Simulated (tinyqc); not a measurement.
Worked calculation: CID on RHF in the sto-3g basis, for H3-, spin multiplicity 1. The basis has no diffuse functions, so it cannot describe the extra electron: this is an exercise in the method, not the real anion. One step of it, computed by the program tinyqc.

Problem. CID: roots. Diagonalise (each vector has its largest component positive (the first on a tie)); all determinants have Ms = 0, so triplets appear too. The lowest singlet root is the correlation energy.

Occupation strings over the orbitals (2 doubly, a alpha, b beta, 0 empty; spin orbitals ordered 1a 1b 2a 2b ...): 220 202 ab2 ba2 022

H - E(HF) between determinants (hartree), lower triangle:
```
           220        202        ab2        ba2       022
220   0.000000
202   0.145008   1.019997
ab2   0.000018  -0.000120   1.140971
ba2  -0.000018   0.000120  -0.159596   1.140971
022   0.140721   0.159596   0.000032  -0.000032  1.379872
```

Give: lowest roots of this matrix, relative to E(HF); lowest vectors; <S^2> of these roots; weight of the ground state by excitation level 0, 1, 2, ....

Solution.

lowest roots of this matrix, relative to E(HF) (hartree): -0.030  0.966  0.981  1.301  1.464

lowest vectors:
```
     root 1  root 2  root 3  root 4
220   0.989   0.082   0.000   0.000
202  -0.124   0.920   0.000   0.000
ab2   0.000   0.000   0.707   0.707
ba2   0.000   0.000   0.707  -0.707
022  -0.085  -0.383   0.000   0.000
```

<S^2> of these roots: 0.000  0.000  2.000  0.000  0.000

weight of the ground state by excitation level 0, 1, 2, ...: 0.978  0.000  0.022
